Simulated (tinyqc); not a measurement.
Channel length: inversion-layer mobility, back-scattering and ballistic limit of a field-effect transistor. Computed by tinyqc, a small Python program. Command: `OMP_NUM_THREADS=1 python tinyqc.py 3004730 3004731 out.jsonl mos walk`. One thread of a shared host (Intel(R) Xeon(R) Processor @ 2.30GHz), about 0.01 s of CPU time with the checks.

The charge at the top of the source barrier is fixed by the gate; series resistance and short-channel effects are left out. F_j are Fermi integrals normalised to exp(eta) in the classical limit.

Inputs (values chosen for the exercise, modelled on a 4H-SiC n-channel):
```
quantity                                       value        unit
transport mass m                                0.31         m_0
valley degeneracy g_v                              3           -
weight w of the inversion charge                 0.5           -
permittivity eps                                 9.7           -
phonon mobility at 1 MV/cm and 300 K, mu_ph       86  cm^2/(V s)
roughness mobility at 1 MV/cm, mu_sr              62  cm^2/(V s)
Coulomb mobility at N_inv = 1e12/cm^2, mu_C       24  cm^2/(V s)
electrical oxide thickness t_inv                 1.3          nm
depletion charge N_dep                       3.4e+12      1/cm^2
gate overdrive V_G - V_T                        0.43           V
drain voltage V_D                               0.66           V
exponent a of the critical length               0.58           -
temperature T                                    400           K
```

Statistics at the top of the barrier: Fermi-Dirac.

Constants: eps_0 = 8.8541878128e-12 F/m; e = 1.602176634e-19 C; m_0 = 9.1093837015e-31 kg; k_B = 1.380649e-23 J/K; hbar = 1.054571817e-34 J s; k_B = 8.617333262e-05 eV/K.

Method:
- N_inv = 3.9 eps_0 (V_G - V_T)/(e t_inv); effective field E_eff = e (N_dep + w N_inv)/(eps eps_0).
- mu_phonon = mu_ph (E_eff/1 MV/cm)^(-0.3) (T/300 K)^(-1.75); mu_rough = mu_sr (E_eff/1 MV/cm)^(-2); mu_Coulomb = mu_C (N_inv/1e12 cm^-2) (T/300 K); Matthiessen's rule adds 1/mu.
- F_j(eta) = (1/Gamma(j + 1)) int_0^infinity x^j/(1 + exp(x - eta)) dx, F_0 = ln(1 + exp(eta)). Integrals over x = E/(k_B T) use 160 Gauss-Legendre points in u = sqrt(x) from 0 to sqrt(max(eta, 0) + 32).
- Ballistic channel: N_2D = g_v m k_B T/(pi hbar^2), U = e V_D/(k_B T); eta_F solves N_inv = (N_2D/2)[F_0(eta_F) + F_0(eta_F - U)]; v_T = sqrt(2 k_B T/(pi m)); I/W = e (N_2D/2) v_T [F_1/2(eta_F) - F_1/2(eta_F - U)]; injection velocity v_T F_1/2(eta_F)/F_0(eta_F).
- Mean free path lambda = (2 k_B T/e)(mu/v_T) F_0(eta_0)/F_-1/2(eta_0), with eta_0 from N_inv = N_2D F_0(eta_0); critical length l = L (1 + U)^(-a), an empirical rule; back-scattering r = l/(l + lambda). Then eta solves N_inv = (N_2D/2)[(1 + r) F_0(eta) + (1 - r) F_0(eta - U)] and I/W = e (N_2D/2) v_T (1 - r)[F_1/2(eta) - F_1/2(eta - U)].
- The last column is the long-channel law e N_inv mu V/L with V = V_D - V_D^2/(2 V_ov) below pinch-off and V_ov/2 above, V_ov = V_G - V_T.

inversion density N_inv = 7.12899e+12 1/cm^2

effective mobility mu = 19.0777 cm^2/(V s)

ballistic current I/W = 1479.78 microampere/micrometre

Currents (microampere/micrometre):
```
L (nm)        r     I/W  ballistic ratio  long-channel law
5       0.40067  607.56          0.41057            936.98
10      0.57212  382.06          0.25819            468.49
20      0.72783  219.25          0.14817            234.25
40      0.84248  118.36          0.07999            117.12
80      0.91451   61.64          0.04165             58.56
160     0.95534   31.47          0.02127             29.28
400     0.98165   12.75          0.00862             11.71
1000    0.99258    5.13          0.00346              4.68
```

The current scales as L^-0.99 at the long end and as L^-0.67 at the short end, where it reaches 41 % of the ballistic 1480. At 1000 nm the model gives 1.09 times the long-channel law. Raising mu by 10 % at 20 nm raises I by 8.4 %.
